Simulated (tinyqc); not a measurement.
# Polarisation charge from two barrier thicknesses

Problem. VT = phiB - dEc - q sigma d/(eps0 eps_r). Find sigma, phiB - dEc and the thickness at which VT = 0.

Parameters, values chosen for the exercise: relative permittivity of barrier and channel eps_r = 9.6.

Constants: q = 1.602176634e-19 C, eps0 = 8.8541878128e-14 F/cm where lengths are in cm. Results are converted to the units shown.

VT for d = 18 and 24 nm (V): [-5.1831408, -7.1779477]

Answer. VT is linear in d.

sigma = 1.764e13 cm^-2
phiB - dEc = 0.8013 V
thickness for VT = 0 = 2.410 nm

Numbers from tinyqc (`OMP_NUM_THREADS=1 python tinyqc.py 2570157 2570158 out.jsonl`; about 0.04 s on one thread of a shared Intel Xeon 2.30GHz).
